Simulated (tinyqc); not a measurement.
Cluster expansion of a binary alloy: correlations, fit, cross-validation and ground states. Changing the second-pair interaction V2. Computed by tinyqc, a small Python program. Command: `OMP_NUM_THREADS=1 python tinyqc.py 3011455 3011456 out.jsonl clex sweep`. One thread of a shared host (Intel(R) Xeon(R) Processor @ 2.30GHz), about 0.09 s of CPU time with the checks.

s = +1 for A and -1 for B. Energy per site E = J0 + J1 P(point) + sum over clusters of m V P, with P the mean product of spins; V > 0 on a pair favours unlike neighbours. Clusters per site m: pair 1 4, pair 2 3, pair 3 6, triplet 12; the triplet is two first-neighbour bonds closed by a second-neighbour bond. Formation energies are counted from the line between pure A and pure B, which removes J0 and J1.

Inputs (values chosen for the exercise, for a model alloy):
```
quantity                    value      unit
first-pair interaction V1    8.02       meV
third-pair interaction V3    0.86       meV
triplet interaction Vt     -0.058       meV
noise amplitude               1.6  meV/site
temperature T                 870         K
fraction x of B               0.3         -
```

Lattice: bcc.

correlations P, counted on periodic cells:
```
                      point     pair 1     pair 2     pair 3    triplet
A                  1.000000   1.000000   1.000000   1.000000   1.000000
A3B D0_3           0.500000   0.000000   0.000000   1.000000  -0.500000
A3B (001) layers   0.500000   0.000000   0.666667   0.333333   0.166667
A2B C11_b          0.333333  -0.333333   0.555556   0.111111  -0.111111
AB B2              0.000000  -1.000000   1.000000   1.000000   0.000000
AB B32             0.000000   0.000000  -1.000000   1.000000   0.000000
A2B2 B11           0.000000   0.000000   0.333333  -0.333333   0.000000
AB (110) layers    0.000000   0.000000  -0.333333  -0.333333   0.000000
AB2 C11_b         -0.333333  -0.333333   0.555556   0.111111   0.111111
AB3 D0_3          -0.500000   0.000000   0.000000   1.000000   0.500000
AB3 (001) layers  -0.500000   0.000000   0.666667   0.333333  -0.166667
B                 -1.000000   1.000000   1.000000   1.000000  -1.000000
```

standard normal numbers for the noise (0 for the pure ends): A 0.000, A3B D0_3 0.917, A3B (001) layers -2.261, A2B C11_b 1.106, AB B2 0.822, AB B32 0.246, A2B2 B11 0.150, AB (110) layers -0.401, AB2 C11_b 0.814, AB3 D0_3 2.568, AB3 (001) layers -0.840, B 0.000

Constants: k_B = 8.617333262e-05 eV/K.

Method:
- Design matrix of formation energies: m (P - 1) for pairs and m (P(triplet) - P(point)) for the triplet; x = (1 - P(point))/2.
- Exact: X V with V = (V1, V2, V3, Vt). The data to fit add the noise amplitude times the normal numbers, standing for what the clusters leave out.
- Leave out pair 3: A = X^T X and b = X^T E (E being the data with noise) over these three columns; solve A V = b. The root-mean-square error runs over the structures between the pure ends.
- For each set, H = X (X^T X)^-1 X^T over the structures between the ends; residual e = E - H E; leave-one-out error e_i/(1 - H_ii); both as root mean squares.
- Height above the hull = E less the lowest straight line between two structures that bracket x (or the lowest structure at the same x). The three-term fit is X V with the fitted values.
- Random alloy: P(pair) = p^2, P(triplet) = p^3, p = 1 - 2x, so H_mix = (p^2 - 1) sum m V(pairs) + (p^3 - p) m Vt; G_mix = H_mix + k_B T [x ln x + (1 - x) ln(1 - x)]. To first order in 1/T the Warren-Cowley parameter of shell 1 is alpha_1 = -(1 - p^2) V_eff/(k_B T), V_eff = V1 + (number of triplets on a first-neighbour bond) p Vt, that number being 6.

One run for each value; columns: (1) second-pair interaction V2 (meV); (2) lowest exact formation energy (meV/site); (3) mixing enthalpy H_mix (meV/site); (4) leave-one-out error without pair 3 (meV/site):
```
(1)      (2)      (3)     (4)
-6.4  -64.16  -14.920  6.4851
-4.8  -64.16  -18.952  6.4851
-3.2  -64.16  -22.984  6.4851
-1.6  -64.16  -27.016  6.4851
0.0   -64.16  -31.048  6.4851
1.6   -64.16  -35.080  6.4851
3.2   -64.16  -39.112  6.4851
4.8   -64.16  -43.144  6.4851
6.4   -70.48  -47.176  6.4851
```

Over the rows, lowest exact formation energy (meV/site) falls from -64.2 to -70.5, flat over part of the range; mixing enthalpy H_mix (meV/site) falls from -14.9 to -47.2; leave-one-out error without pair 3 (meV/site) does not change.

Extremes, crossings and ranges named in words are read from the listed rows.
